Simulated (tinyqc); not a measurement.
What moves the results: four-band model of biased bilayer graphene near K. A value that a table varies takes the place of the one given here.

Basis A1, B1, A2, B2, with B1 below A2; p = kx + i ky, v_j = (sqrt3/2) a g_j. Diagonal -U/2, -U/2, U/2, U/2; <A1|B1> = <A2|B2> = v0 p*, <B1|A2> = g1, <A1|B2> = v3 p, <A1|A2> = <B1|B2> = -v4 p*.

Inputs chosen for the exercise (near those used for Bernal bilayer graphene; not measured data): a = 2.46 angstrom (lattice constant); g0 = 3.1 eV (hopping in a layer); g1 = 0.36 eV (hopping of the dimer sites); g3 = 0.39 eV (skew hopping A1-B2); g4 = 0.15 eV (skew hopping A1-A2); U = 0.27 eV (potential difference of the layers); k = (0.049, 0.034) 1/angstrom (wave vector from K).

## Gap against bias

Closed form for g3 = g4 = 0: gap U g1/sqrt(U^2 + g1^2), ring radius as (U/2 v0) sqrt((2 g1^2 + U^2)/(g1^2 + U^2)). Last column: lowest band 3 less highest band 2 of the full matrix on a polar grid, |k| = 0 to 0.08 in steps of 0.001 1/angstrom, angles 0, 15, 30, 45, 60 degrees.

Gap:
```
U (eV)  gap (eV)  kg (1/angstrom)  gap/U  gap on the grid (eV)
0.02      0.0200           0.0021  0.998                0.0188
0.05      0.0495           0.0053  0.990                0.0469
0.10      0.0964           0.0105  0.964                0.0898
0.15      0.1385           0.0155  0.923                0.1270
0.20      0.1748           0.0201  0.874                0.1583
0.30      0.2305           0.0286  0.768                0.2044
0.40      0.2676           0.0364  0.669                0.2335
0.60      0.3087           0.0511  0.514                0.2614
```

What can be read from the table?

The gap follows U while U << g1 (ratio 0.990 at 0.05 eV) and bends towards g1 = 0.36 eV, reaching 0.309 eV at 0.6. The skew hoppings change it by -6.6 meV at U = 0.1 and -34.1 meV at 0.4 eV. U is the screened difference, smaller than the applied field times the layer distance.

## From parabola to cone

U = 0, along kx. Parabola: v0^2 k^2/g1. Hyperbola: sqrt(g1^2/4 + v0^2 k^2) - g1/2. Then bands 3 and 2 of the full matrix for +kx and band 3 for -kx.

Energies (eV):
```
k (1/angstrom)  parabola  hyperbola  band 3, +kx  band 2, +kx  band 3, -kx
0.002             0.0005     0.0005       0.0012      -0.0011       0.0022
0.005             0.0030     0.0030       0.0014      -0.0008       0.0074
0.010             0.0121     0.0117       0.0048      -0.0026       0.0209
0.020             0.0485     0.0433       0.0323      -0.0245       0.0621
0.030             0.1090     0.0877       0.0744      -0.0598       0.1156
0.050             0.3029     0.1961       0.1803      -0.1515       0.2410
0.080             0.7754     0.3782       0.3598      -0.3105       0.4468
0.120             1.7447     0.6327       0.6111      -0.5355       0.7319
```

How do the results move?

The parabola is 3 % above the hyperbola at 0.01 and a factor 2.76 at 0.12 1/angstrom, where the slope nears v0. g3 makes +kx and -kx differ, by 41.2 meV at 0.03, and g4 makes electrons and holes differ, |band 3| - |band 2| = +14.6 meV there. Without bias the bands touch in four small cones, one at K and three at k = g1 v3/v0^2 = 0.0069 1/angstrom from it; their pockets join near g1 (g3/g0)^2/4 = 1.4 meV.

## What each parameter does

The four levels at k. Each row changes one parameter from the base and keeps the others.

Results:
```
case           band 1 (eV)  band 2 (eV)  band 3 (eV)  band 4 (eV)
base               -0.6663      -0.2176       0.2457       0.6382
g0 = 3.255 eV      -0.6846      -0.2335       0.2618       0.6564
g1 = 0.396 eV      -0.6885      -0.2133       0.2419       0.6599
g3 = 0.49 eV       -0.6663      -0.2205       0.2484       0.6384
g4 = 0.2 eV        -0.6712      -0.2129       0.2503       0.6338
U = 0.32 eV        -0.6801      -0.2084       0.2348       0.6538
```

What can be read from the table?

The largest shifts from the base row, up to three for each result and ties (the steps differ in size, so this ranks the rows, not the parameters). band 1 (eV): g1 -0.0222, g0 -0.0183, U -0.0138; unchanged at the printed digits by g3. band 2 (eV): g0 -0.0159, U +0.0092, g4 +0.0048. band 3 (eV): g0 +0.0161, U -0.0109, g4 +0.0046. band 4 (eV): g1 +0.0217, g0 +0.0182, U +0.0155. Only g4 breaks the mirror symmetry between the upper and lower bands.

Computed by tinyqc, a small Python program: `OMP_NUM_THREADS=1 python tinyqc.py 1480968 1480969 out.jsonl` (the numbers bound the seed that draws the inputs); one thread of a shared host (Intel(R) Xeon(R) Processor @ 2.30GHz), about 0.09 s for the whole set of steps.
